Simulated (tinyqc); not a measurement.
Inside a calculation. Method: Born-Oppenheimer dynamics on the RHF/6-31g surface (energies and gradients from PySCF), for H4, spin multiplicity 1. Computed by tinyqc, a small Python program that keeps every step (integrals from PySCF). Settings: charge = 0, multiplicity = 1, basis = 6-31g, time step (fs) = 0.5, steps = 24. Command: `OMP_NUM_THREADS=1 python tinyqc.py 29984 29985 out.jsonl` (the two numbers bound the seeds that draw the settings). One thread of a shared host (Intel(R) Xeon(R) Processor @ 2.60GHz), about 1 s of CPU time with the checks.

## Velocity Verlet step 1

positions (bohr), order 1H, 2H, 3H, 4H:
$$\begin{pmatrix}
-0.037795 & 0.054802 & 0.062361 \\
-0.003779 & 0.028346 & 1.617606 \\
0.022677 & 0.083148 & 3.203086 \\
-0.062361 & -0.064251 & 4.818802
\end{pmatrix}$$

velocities (bohr per atomic time unit), order 1H, 2H, 3H, 4H:
$$\begin{pmatrix}
-0.000186500 & 0.000310250 & 0.000707250 \\
0.000175500 & 0.000027250 & -0.000333750 \\
0.000462500 & 0.000609250 & 0.000025250 \\
-0.000451500 & -0.000946750 & -0.000398750
\end{pmatrix}$$

gradient (hartree/bohr), order 1H, 2H, 3H, 4H:
$$\begin{pmatrix}
-0.00113669 & 0.00100051 & -0.02900645 \\
0.00203507 & 0.00009076 & 0.15112579 \\
0.00292737 & 0.00534714 & -0.16437965 \\
-0.00382575 & -0.00643842 & 0.04226031
\end{pmatrix}$$

masses (electron masses): 1H 1837.152588, 2H 1837.152588, 3H 1837.152588, 4H 1837.152588

gradient after step 1 (hartree/bohr), order 1H, 2H, 3H, 4H:
$$\begin{pmatrix}
-0.00117756 & 0.00106056 & -0.02049537 \\
0.00212520 & -0.00003826 & 0.13485622 \\
0.00350812 & 0.00644224 & -0.15281955 \\
-0.00445576 & -0.00746454 & 0.03845871
\end{pmatrix}$$

dt = 0.5 fs = 20.6707 atomic units; x' = x + v dt - g dt^2 / (2m); after the new gradient g', v' = v - (g + g') dt / (2m).

positions after step 1 (bohr), order 1H, 2H, 3H, 4H:
$$\begin{pmatrix}
-0.041517 & 0.061099 & 0.080353 \\
-0.000388 & 0.028899 & 1.593133 \\
0.031896 & 0.095120 & 3.222723 \\
-0.071249 & -0.083072 & 4.805645
\end{pmatrix}$$

velocities after step 1 (bohr per atomic time unit), order 1H, 2H, 3H, 4H:
$$\begin{pmatrix}
-0.000173481 & 0.000298655 & 0.000985734 \\
0.000152095 & 0.000026955 & -0.001942611 \\
0.000426296 & 0.000542926 & 0.001809730 \\
-0.000404910 & -0.000868536 & -0.000852854
\end{pmatrix}$$

## Velocity Verlet step 2

gradient after step 2 (hartree/bohr), order 1H, 2H, 3H, 4H:
$$\begin{pmatrix}
-0.00075738 & 0.00075525 & -0.00110781 \\
0.00153034 & -0.00020714 & 0.09824413 \\
0.00354526 & 0.00663486 & -0.12345534 \\
-0.00431822 & -0.00718297 & 0.02631902
\end{pmatrix}$$

As before.

positions after step 2 (bohr), order 1H, 2H, 3H, 4H:
$$\begin{pmatrix}
-0.044966 & 0.067149 & 0.103113 \\
0.002508 & 0.029460 & 1.537295 \\
0.040300 & 0.105593 & 3.277903 \\
-0.079101 & -0.100157 & 4.783543
\end{pmatrix}$$

velocities after step 2 (bohr per atomic time unit), order 1H, 2H, 3H, 4H:
$$\begin{pmatrix}
-0.000162595 & 0.000288440 & 0.001107268 \\
0.000131530 & 0.000028335 & -0.003253973 \\
0.000386615 & 0.000469358 & 0.003363981 \\
-0.000355550 & -0.000786133 & -0.001217277
\end{pmatrix}$$

## Energy conservation

The total energy should stay constant up to terms of order dt^2; the step counts as short enough if it moves by less than 2 % of the largest kinetic energy.

Trajectory:
```
time (fs)  1H-2H (angstrom)  potential (hartree)  kinetic (hartree)  total (hartree)
0.000000           0.823316          -2.17228420         0.00240583      -2.16987837
0.500000           0.801005          -2.17959157         0.00944833      -2.17014324
1.000000           0.759614          -2.19443904         0.02374927      -2.17068977
1.500000           0.706047          -2.20833304         0.03700950      -2.17132353
2.000000           0.651656          -2.21213172         0.04056207      -2.17156965
2.500000           0.612109          -2.20403490         0.03334724      -2.17068766
3.000000           0.602690          -2.19823556         0.02867603      -2.16955952
3.500000           0.628087          -2.20990503         0.03959333      -2.17031170
4.000000           0.678452          -2.22897779         0.05753591      -2.17144187
4.500000           0.738155          -2.23823194         0.06683043      -2.17140151
5.000000           0.794262          -2.23566626         0.06478272      -2.17088354
5.500000           0.838564          -2.22777525         0.05730134      -2.17047391
6.000000           0.866558          -2.22057605         0.05031875      -2.17025730
6.500000           0.876145          -2.21747665         0.04729897      -2.17017768
7.000000           0.866834          -2.21975971         0.04956344      -2.17019627
7.500000           0.839493          -2.22708867         0.05677282      -2.17031584
8.000000           0.796584          -2.23749817         0.06693150      -2.17056666
8.500000           0.742866          -2.24708856         0.07613847      -2.17095009
9.000000           0.686454          -2.25039821         0.07911483      -2.17128338
9.500000           0.639475          -2.24368126         0.07260308      -2.17107818
10.000000          0.616001          -2.23170232         0.06152619      -2.17017613
10.500000          0.624874          -2.22803072         0.05826927      -2.16976145
11.000000          0.662652          -2.23812959         0.06750652      -2.17062307
11.500000          0.716620          -2.24990645         0.07859280      -2.17131364
12.000000          0.773275          -2.25215081         0.08100135      -2.17114946
```

The total energy moves within 2.0e-03 hartree; that is over 2 % of the largest kinetic energy, so the time step is too long.
